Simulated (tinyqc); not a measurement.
Printed widths: electron-beam lithography: double-Gaussian proximity function, edge placement and dose correction for parallel lines. Computed by tinyqc, a small Python program. Command: `OMP_NUM_THREADS=1 python tinyqc.py 3112302 3112303 out.jsonl proximity walk`. One thread of a shared host (Intel(R) Xeon(R) Processor @ 2.30GHz), about 0.01 s of CPU time with the checks.

Lines are infinitely long. Absorbed energy is counted so that the middle of a very large area written at dose 1 receives 1; the resist develops where it exceeds 1/2.

Inputs (values chosen for the exercise, of the order of those for 100 keV electrons in resist on silicon): forward range alpha = 0.014 micrometre; backscatter range beta = 31 micrometre; backscatter ratio eta = 0.51.

line widths (micrometre): 0.09  46  0.053  0.11  0.051

gaps between the lines (micrometre): 0.16  0.11  0.19  26

Method:
- The first line starts at x = 0; each next one starts after the width and the gap.
- f(r) = [exp(-r^2/alpha^2)/alpha^2 + eta exp(-r^2/beta^2)/beta^2]/(pi (1 + eta)). A line from a to b at dose d gives E(x) = d [S(alpha) + eta S(beta)]/(1 + eta), S(s) = [erf((b - x)/s) - erf((a - x)/s)]/2.
- M_ij is the mean of E at the two edges of line i from line j at dose 1.
- Uncorrected edge energies are M 1. Solve M d = 1/2 for the doses d that put the mean edge energy of every line at the threshold.
- Edges are the roots of E(x) = 1/2 between a line centre and the middle of the next gap. Three cases: dose 1 everywhere; one common dose equal to the mean of d; the corrected doses.

Lines (micrometre):

| line | left edge | right edge | centre |
|---|---|---|---|
| 1 | 0.000 | 9.00000e-02 | 4.50000e-02 |
| 2 | 0.250 | 4.62500e+01 | 2.32500e+01 |
| 3 | 46.360 | 4.64130e+01 | 4.63865e+01 |
| 4 | 46.603 | 4.67130e+01 | 4.66580e+01 |
| 5 | 72.713 | 7.27640e+01 | 7.27385e+01 |

corrected doses: 1 1.01464, 2 1.01028, 3 1.01162, 4 1.01616, 5 1.39075

Width error, printed less drawn (nm):

| line | drawn width (nm) | dose 1 | mean dose | corrected |
|---|---|---|---|---|
| 1 | 90 | -0.489 | 2.5712 | 4.00e-06 |
| 2 | 46000 | -0.384 | 2.6765 | 0 |
| 3 | 53 | -0.419 | 2.6414 | 2.00e-06 |
| 4 | 110 | -0.530 | 2.5289 | 5.00e-06 |
| 5 | 51 | -10.165 | -6.8152 | 0 |

What does the comparison show, and why?

With the common mean dose the errors span 9.5 nm. With corrected doses the largest error is below 0.01 nm.

Extremes, crossings and ranges named in words are read from the listed rows.
